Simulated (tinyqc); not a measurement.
Worked calculation: tight binding, honeycomb lattice. Computed by tinyqc, a small Python program that keeps every step. Settings: t1 = 1.31, t2 = 0, phi = 1.57, delta = 0, points = 5. Command: `OMP_NUM_THREADS=1 python tinyqc.py 25723 25724 out.jsonl` (the two numbers bound the seeds that draw the settings). One thread of a shared host (Intel(R) Xeon(R) Processor @ 2.60GHz), about 0.01 s of CPU time with the checks.

## Bloch Hamiltonian at k

Parameters chosen for this model:
```
parameter     value                        unit
t1         1.310000                 eV, nearest
t2                0       eV, second neighbours
phi        1.570000  rad, phase of t2 (Haldane)
delta             0          eV, +/- on A and B
```

k point k (fractions of the reciprocal vectors): [0.340000, -0.340000]

H_AB = -t1 (1 + exp(-i k.a1) + exp(-i k.a2)); H_AA = delta - 2 t2 sum cos(k.b + phi), H_BB = -delta - 2 t2 sum cos(k.b - phi), b = a1, a2 - a1, -a2.

H(k) at k (eV), order A, B:
$$\begin{pmatrix}
0.000000 & 0.093866 \\
0.093866 & 0.000000
\end{pmatrix}$$

## Levels at k

Diagonalise the Hermitian matrix.

eigenvalues (eV): [-0.093866, 0.093866]

weights |c|^2 of the basis functions, order A, B:
$$\begin{pmatrix}
0.500000 & 0.500000 \\
0.500000 & 0.500000
\end{pmatrix}$$

## Bloch Hamiltonian at K

k point K (fractions of the reciprocal vectors): [0.333333, 0.666667]

As before.

H(k) at K (eV), order A, B:
$$\begin{pmatrix}
0.000000 & 0.000000 \\
0.000000 & 0.000000
\end{pmatrix}$$

## Levels at K

As before.

eigenvalues (eV): [0.000000, 0.000000]

## Bands along a path

The same steps at evenly spaced points between the labelled ones.

Bands along the path (eV):
```
k             band 1    band 2
G          -3.930000  3.930000
G-K 0.20   -3.703489  3.703489
G-K 0.40   -3.063122  3.063122
G-K 0.60   -2.119625  2.119625
G-K 0.80   -1.036135  1.036135
K                  0         0
K-M 0.20   -0.443122  0.443122
K-M 0.40   -0.809625  0.809625
K-M 0.60   -1.083489  1.083489
K-M 0.80   -1.252747  1.252747
M          -1.310000  1.310000
M-K' 0.20  -1.252747  1.252747
M-K' 0.40  -1.083489  1.083489
M-K' 0.60  -0.809625  0.809625
M-K' 0.80  -0.443122  0.443122
K'                 0         0
```

With 1 band(s) filled, the highest filled level on these points lies at K and the lowest empty one at K: the bands touch or overlap, so there is no gap.
